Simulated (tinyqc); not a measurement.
Changing the mass of B: collinear exchange A + BC -> AB + C on a London-Eyring-Polanyi-Sato surface: saddle, string of images and rate. Computed by tinyqc, a small Python program. Command: `OMP_NUM_THREADS=1 python tinyqc.py 3113027 3113028 out.jsonl leps sweep`. One thread of a shared host (Intel(R) Xeon(R) Processor @ 2.30GHz), about 0.3 s of CPU time with the checks.

x = r(AB), y = r(BC), r(AC) = x + y. V is counted from separated atoms, the barrier from A + BC, that is V + D(BC).

Inputs (values chosen for the exercise, bond data loosely for abstraction of hydrogen from a Si-H bond by a hydrogen atom; the barrier is not fitted): D(AB) = 4.71 eV; r0(AB) = 0.742 angstrom; beta(AB) = 1.94 1/angstrom; D(BC) = 4.02 eV; r0(BC) = 1.48 angstrom; beta(BC) = 1.52 1/angstrom; D(AC) = 4.16 eV; r0(AC) = 1.48 angstrom; beta(AC) = 1.52 1/angstrom; Sato parameter S = 0.18; mass of A = 1.008 u; mass of C = 28.09 u; temperature T = 300 K; step of the string = 0.015 angstrom^2/eV.

Constants: nu for 1 eV/(angstrom^2 u) = 15.6333042 THz; h x 1 THz = 4.135667696 meV; k_B = 1.380649e-23 J/K; u = 1.6605390666e-27 kg; k_B = 8.617333262e-05 eV/K.

Method:
- For each pair, with u = exp(-beta (r - r0)): Q = D [(3 + S) u^2 - (2 + 6 S) u]/(4 (1 + S)), J = D [(1 + 3 S) u^2 - (6 + 2 S) u]/(4 (1 + S)); V = Q1 + Q2 + Q3 - sqrt(((J1 - J2)^2 + (J2 - J3)^2 + (J3 - J1)^2)/2).
- String of 9 images between the fixed ends (r0(AB) + 2, r0(BC)) and (r0(AB), r0(BC) + 2), started on the two straight legs through (r0(AB) + 0.3, r0(BC) + 0.3): each iteration moves the inner images by -step x gradient (central differences) and spaces them evenly again along the broken line (coordinates are kept between 0.2 and 8 angstrom); stop when no coordinate changes by more than 1e-5 angstrom, at most 400 iterations.
- From the highest inner image, z -> z - H^-1 g with gradient g and Hessian H by central differences, steps capped at 0.15 angstrom, 12 steps.
- Wilson matrix G = [[1/m_A + 1/m_B, -1/m_B], [-1/m_B, 1/m_B + 1/m_C]]; eigenvalues lambda of G H give nu = 15.6333042 THz x sqrt(|lambda|), the negative one being imaginary. Reactant: nu_BC from k = 2 D beta^2 and 1/m_B + 1/m_C. Skew angle: cos = sqrt(m_A m_C/((m_A + m_B)(m_B + m_C))).
- One-dimensional rate constant without tunnelling, k = sqrt(k_B T/(2 pi mu)) [sinh(h nu_BC/(2 k_B T))/sinh(h nu_s/(2 k_B T))] exp(-barrier/(k_B T)) with mu = m_A (m_B + m_C)/(m_A + m_B + m_C); Wigner factor 1 + (h nu_i/(k_B T))^2/24; adiabatic barrier = barrier + h (nu_s - nu_BC)/2.

One run for each value:
```
mass of B (u)  rate constant k (cm/s)  adiabatic barrier (eV)  imaginary frequency (THz)  skew angle (degrees)
1.008                          1172.8                 0.10341                     42.430                45.993
2.014                           384.1                 0.13234                     35.591                56.090
3.016                           245.0                 0.14402                     32.337                61.601
6.000                           145.0                 0.15762                     27.844                69.863
12.000                          105.6                 0.16569                     24.482                76.525
19.000                           92.3                 0.16895                     22.816                80.017
```

Over the rows, rate constant k (cm/s) falls from 1170 to 92.3 (exponent d ln y / d ln x -1.6 between the first rows and -0.29 between the last); adiabatic barrier (eV) rises from 0.103 to 0.169 (exponent d ln y / d ln x 0.36 between the first rows and 0.042 between the last); imaginary frequency (THz) falls from 42.4 to 22.8 (exponent d ln y / d ln x -0.25 between the first rows and -0.15 between the last).

Caution (rows 1.01, 2.01, 3.02): the Wigner factor exceeds 2 at T: tunnelling, left out of k, is large and needs a better treatment than this factor.
